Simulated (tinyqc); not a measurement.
# Joule-heated wire on a substrate, fin equation: what changes with what

A wire of length L loses heat along itself to two contacts and sideways to the substrate: kap A theta'' - g theta + p = 0 with theta = T - T0 and p = p0. The ends are held at T0. Constant conductivity, diffusive heat flow.

Inputs (values chosen for the exercise):
- kap = 8.1 W/(m K) (conductivity along the wire)
- A = 160 nm^2 (cross-section)
- g = 0.75 W/(m K) (conductance per length to the substrate)
- L = 290 nm (length between the contacts)
- Rc = 0 K/uW (thermal resistance of each contact)
- p0 = 0.11 uW/nm (heating per length)

Each table varies one quantity; the others keep the values above.

## Effect of the length between the contacts

The equation is solved on 800 equal steps and the peak is the largest node value. LH = sqrt(kap A/g); the share is the integral of g theta over that of p.

The same in every row: LH (nm) = 41.57.

Result of one run:
```
L (nm)   L/LH  peak theta (K)  peak/(p0/g)  share to the substrate (%)
220     5.292           126.0       0.8589                       62.59
```

What becomes of these results when the length between the contacts L is changed from 220 to 87 nm, all else the same?

Result of the changed run:
```
L (nm)   L/LH  peak theta (K)  peak/(p0/g)  share to the substrate (%)
87      2.093           54.96       0.3747                       25.42
```

The whole series:
```
L (nm)    L/LH  peak theta (K)  peak/(p0/g)  share to the substrate (%)
21      0.5052           4.558      0.03107                       2.074
33      0.7939           10.84      0.07392                       4.941
54       1.299           26.30       0.1793                       12.04
87       2.093           54.96       0.3747                       25.42
140      3.368           94.03       0.6411                       44.57
220      5.292           126.0       0.8589                       62.59
360      8.660           142.8       0.9737                       76.91
580      13.95           146.4       0.9981                       85.67
```

As L goes from 21 to 580 nm, the peak theta rises from 4.56 to 146 K and the share of heat to the substrate rises from 2.07 to 85.7 %; L/LH goes from 0.51 to 14. Where L/LH is smallest the peak reaches 0.031 of p0/g, where it is largest 1.0: contacts cool the wire only within a few healing lengths. At L = 21 nm LH or L is under 30 nm, where Fourier conduction is a rough picture.

## Effect of the conductance per length to the substrate

Same model as above.

Effect of the conductance per length to the substrate:
```
g (W/(m K))  LH (nm)   L/LH  peak theta (K)  peak/(p0/g)  share to the substrate (%)
0.075          131.5  2.206           589.8       0.4021                       27.33
0.16           90.00  3.222           423.5       0.6160                       42.69
0.35           60.85  4.766           256.8       0.8170                       58.74
0.75           41.57  6.976           137.7       0.9389                       71.38
1.6            28.46  10.19           67.91       0.9877                       80.37
3.5            19.24  15.07           31.40       0.9989                       86.73
7.5            13.15  22.06           14.67        1.000                       90.93
```

As g goes from 0.075 to 7.5 W/(m K), the peak theta falls from 590 to 14.7 K and the share of heat to the substrate rises from 27.3 to 90.9 %; L/LH goes from 2.2 to 22. Where L/LH is smallest the peak reaches 0.40 of p0/g, where it is largest 1.0: contacts cool the wire only within a few healing lengths. For g = 1.6 to 7.5 W/(m K) LH or L is under 30 nm, where Fourier conduction is a rough picture. For g = 0.075 to 0.35 W/(m K) the rise passes 200 K, so constant kap and g are doubtful.

## Effect of the cross-section

Same model as above.

Result of one run:
```
A (nm^2)  LH (nm)   L/LH  peak theta (K)  peak/(p0/g)  share to the substrate (%)
40          20.78  13.95           146.4       0.9981                       85.67
```

What becomes of these results when the cross-section A is changed from 40 to 20 nm^2, all else the same?

Result of the changed run:
```
A (nm^2)  LH (nm)   L/LH  peak theta (K)  peak/(p0/g)  share to the substrate (%)
20          14.70  19.73           146.7       0.9999                       89.86
```

The whole series:
```
A (nm^2)  LH (nm)   L/LH  peak theta (K)  peak/(p0/g)  share to the substrate (%)
20          14.70  19.73           146.7       0.9999                       89.86
40          20.78  13.95           146.4       0.9981                       85.67
80          29.39  9.866           144.6       0.9856                       79.73
160         41.57  6.976           137.7       0.9389                       71.38
320         58.79  4.933           121.9       0.8315                       60.04
640         83.14  3.488           96.91       0.6608                       46.06
1300        118.5  2.447           67.26       0.4586                       31.30
```

As A goes from 20 to 1300 nm^2, the peak theta falls from 147 to 67.3 K and the share of heat to the substrate falls from 89.9 to 31.3 %; L/LH goes from 20 to 2.4. Where L/LH is smallest the peak reaches 0.46 of p0/g, where it is largest 1.0: contacts cool the wire only within a few healing lengths. For A = 20 to 80 nm^2 LH or L is under 30 nm, where Fourier conduction is a rough picture.

Numbers from tinyqc (`OMP_NUM_THREADS=1 python tinyqc.py 2520004 2520005 out.jsonl`; about 0.01 s on one thread of a shared Intel Xeon 2.30GHz).
